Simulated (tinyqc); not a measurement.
Doping: the thermoelectric optimum: Boltzmann transport in a parabolic band with a power-law relaxation time.

F_j(eta) = (1/Gamma(j + 1)) integral_0^infinity x^j dx/(1 + exp(x - eta)), which tends to exp(eta) for eta << 0.

n = N F_1/2(eta) with N = 2 (m kB T/(4 pi c))^(3/2) with c = hbar^2/2m0, in 1/angstrom^3; times 1e24 for 1/cm^3, m = md.

tau = tau0 x^r with x = E/kT. With K_j = Gamma(j + 1) F_j(eta): <tau> = tau0 (r + 3/2) K_(r+1/2)/((3/2) K_(1/2)); mu = <tau>/(mc m0/e), m0/e = 5.685630e-12 kg/C; Hall factor rH = (3/2) K_(1/2) (2r + 3/2) K_(2r+1/2)/((r + 3/2) K_(r+1/2))^2; Seebeck S = -(kB/e) [(r + 5/2) K_(r+3/2)/((r + 3/2) K_(r+1/2)) - eta]; Lorenz number L = (kB/e)^2 [(r + 7/2) K_(r+5/2)/((r + 3/2) K_(r+1/2)) - ((r + 5/2) K_(r+3/2)/((r + 3/2) K_(r+1/2)))^2]; kB/e in V/K. Valley anisotropy is left out of rH.

Constants: hbar^2/2m0 = 3.80998211 eV angstrom^2; kB = 8.617333262e-05 eV/K.

Values chosen for the exercise (masses near those of Ge; tau0 is set for a mobility of the usual size at this n, kL is a free input; freeze-out and phonon drag, which matter near 77 K, are left out; the results hold for these values, not for the real material):
- md = 0.542 m0 (density-of-states mass)
- mc = 0.1175 m0 (conductivity mass)
- tau0 = 540 fs (tau at E = kT)
- r = -0.5 (exponent of tau)
- T = 77 K
- kL = 22 W/(m K) (lattice thermal conductivity)

tau0 is held fixed. sigma = e n mu with e = 1.602176634e-19 C; ZT = S^2 sigma T/(kL + L sigma T).

Results:
```
n (1/cm^3)    eta  mu (cm^2/(V s))  sigma (S/cm)     rH  S (microvolt/K)  L (1e-8)  S^2 sigma (mW/(m K^2))      ZT
1.0e+16     -4.87         6.07e+03          9.73  1.178             -592     1.487                   0.341  0.0012
4.0e+16     -3.47         6.05e+03          38.8  1.176             -473     1.491                   0.867  0.0030
1.0e+17     -2.54         6.01e+03          96.3  1.173             -394     1.499                    1.50  0.0052
4.0e+17     -1.07         5.83e+03           373  1.158             -278     1.540                    2.88   0.010
8.0e+17     -0.27         5.61e+03           719  1.142             -222     1.590                    3.53   0.012
2.0e+18      0.96         5.09e+03      1.63e+03  1.107             -153     1.718                    3.80   0.013
3.0e+18      1.62         4.76e+03      2.29e+03  1.087             -125     1.805                    3.59   0.012
7.0e+18      3.46         3.95e+03      4.43e+03  1.046              -77     2.039                    2.63  0.0089
3.0e+19      9.70         2.56e+03      1.23e+04  1.009              -29     2.358                    1.05  0.0033
```

Give the missing row, n (1/cm^3) = 1.0e+19.

Computed row:
```
n (1/cm^3)   eta  mu (cm^2/(V s))  sigma (S/cm)     rH  S (microvolt/K)  L (1e-8)  S^2 sigma (mW/(m K^2))      ZT
1.0e+19     4.52         3.58e+03      5.74e+03  1.033              -61     2.141                    2.16  0.0072
```

|S| falls by 198 microvolt/K from the first to the third row (198 a decade in the non-degenerate range; holes, which count near the intrinsic density, and non-parabolicity are left out). The power factor peaks at 2e+18 1/cm^3 of those listed (eta = 0.96, S = -153); ZT is largest at 2e+18 1/cm^3 (eta = 0.96). mu changes by a factor 0.42 over the table and rH goes from 1.178 to 1.009. A real tau0 would fall with doping.

Program tinyqc; command `OMP_NUM_THREADS=1 python tinyqc.py 1680917 1680918 out.jsonl`; about 0.01 s on one thread of a shared Intel(R) Xeon(R) Processor @ 2.30GHz.
